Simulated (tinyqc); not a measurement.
Worked calculation: Gamma, L and X subbands of a thin body with non-parabolic valleys. Values are carried at full precision from step to step, so a last printed digit may differ when a step is redone from the rounded ones.

Hard walls, flat band, c = hbar^2/2m0, energies from the bulk Gamma edge. For a valley at angle theta to the normal 1/m_z = cos^2/ml + sin^2/mt and m_d = sqrt(ml mt^2/m_z). Subband n starts at E_v + e with e (1 + a e) = c (n pi/t)^2/m_z, and its density-of-states mass is taken as m_d (1 + 2 a e), without further growth at higher in-plane energy. Groups are named by valley and degeneracy.

Constants: hbar^2/2m0 = 3.80998211 eV angstrom^2; kB = 8.617333262e-05 eV/K.

Parameters, chosen for this exercise (near those of a thin GaSb channel; the results hold for these values, not for the real material): face = 111 (surface); mG = 0.0391 m0 (Gamma mass); aG = 1.12 1/eV (Gamma non-parabolicity); EL = 0.064 eV (L edge above Gamma); mL = (1.273, 0.102) m0 (L valleys (four, along <111>): ml, mt); EX = 0.309 eV (X edge above Gamma); mX = (1.459, 0.218) m0 (X valleys (three, along <100>): ml, mt); aS = 0.32 1/eV (non-parabolicity of L and X); t = 42 angstrom (body thickness); Ns = 3.1 x 1e12/cm^2 (sheet density); T = 300 K (temperature); eot = 13 angstrom (equivalent oxide thickness).

## Valley groups

List degeneracy, edge, m_z, m_d and a.

Groups:
```
group,g,E_v (eV),m_z,m_d,a (1/eV)
G1,1,0.000,0.0391,0.0391,1.12
L1,1,0.064,1.2730,0.1020,0.32
L3,3,0.064,0.1136,0.3414,0.32
X3,3,0.309,0.3043,0.4774,0.32
```

## Subband edges

n = 1 to 8 for each group; list the ten lowest.

Subbands:
```
subband,g,E (eV),DOS mass
L1 n=1,1,0.0807,0.1031
L1 n=2,1,0.1296,0.1063
L1 n=3,1,0.2081,0.1114
L3 n=1,3,0.2415,0.3802
L1 n=4,1,0.3122,0.1182
X3 n=1,3,0.3776,0.4983
G1 n=1,1,0.3819,0.0725
L1 n=5,1,0.4379,0.1264
X3 n=2,3,0.5678,0.5564
L1 n=6,1,0.5812,0.1358
```

The lowest subband is L1 n=1, 49 meV below L1 n=2; in the bulk the lowest valley is Gamma.

## Filling and quantum capacitance

n_i = g m/(2 pi c) kB T ln(1 + exp((EF - E_i)/kB T)), sum n_i = Ns (1e12/cm^2 = 1e-4/angstrom^2), c = hbar^2/2m0. Quantum capacitance Cq = 1602.176634 sum g m/(2 pi c) f_i in microfarad/cm^2 with f_i = 1/(1 + exp((E_i - EF)/kB T)); Cox = 34.5313/eot (one gate); C/Cox = Cq/(Cq + Cox), the centroid term left out.

Over the ten listed subbands, named by valley (G, L, X), degeneracy and number.

EF = 0.1269 eV

n_i in the order of the list (1e12/cm^2): 2.164  0.737  0.051  0.145  0.001  0.001  0.000  0.000  0.000  0.000

Cq = 10.50 microfarad/cm^2
Cox = 2.656 microfarad/cm^2
C/Cox = 0.798

EF lies 46 meV above the lowest edge; Gamma holds 0 % of the electrons. The low density of states costs 20 % of the gate capacitance.

## Checks

- Cq against the slope dNs/dEF by finite differences, microfarad/cm^2: both 10.50.

Computed by tinyqc, a small Python program: `OMP_NUM_THREADS=1 python tinyqc.py 1280494 1280495 out.jsonl` (the numbers bound the seed that draws the inputs); one thread of a shared host (Intel(R) Xeon(R) Processor @ 2.30GHz), about 0.02 s for the whole set of steps.
